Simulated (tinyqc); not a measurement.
Donors with valley-orbit split 1s states: one step. Neutrality.

Each donor binds at most one electron, in any of its states. For a site s, W_s = sum over its states of g exp(E/kT), and the ionised share is 1/(1 + W_s exp(eta)), eta = (EF - Ec)/kT; n = Nc F_1/2(eta); neutrality n + NA = ND x (mean ionised share); holes are neglected. Nc from N = 2 (m kB T/(4 pi c))^(3/2) with c = hbar^2/2m0, in 1/angstrom^3; times 1e24 for 1/cm^3, m = md. F_j(eta) = (1/Gamma(j + 1)) integral_0^infinity x^j dx/(1 + exp(x - eta)), which tends to exp(eta) for eta << 0.

Parameters, chosen for this exercise (out of a larger set: near those of As in Si; not measured data): ND = 4.1e+17 1/cm^3 (donors); NA = 5.8e+16 1/cm^3 (compensating acceptors, all ionised).

Nc = 2.642302e+19 1/cm^3

W_s: donor 51.88000

Task: Solve for eta.

Give: eta; n; ionised share.

Result:

eta = -4.759
n = 2.26e+17 1/cm^3

ionised share: donor 0.692

n is 0.641 of ND - NA.

Run: tinyqc, `OMP_NUM_THREADS=1 python tinyqc.py 1651551 1651552 out.jsonl`; Intel(R) Xeon(R) Processor @ 2.30GHz, one thread, shared host; about 0.02 s of CPU time with all checks.
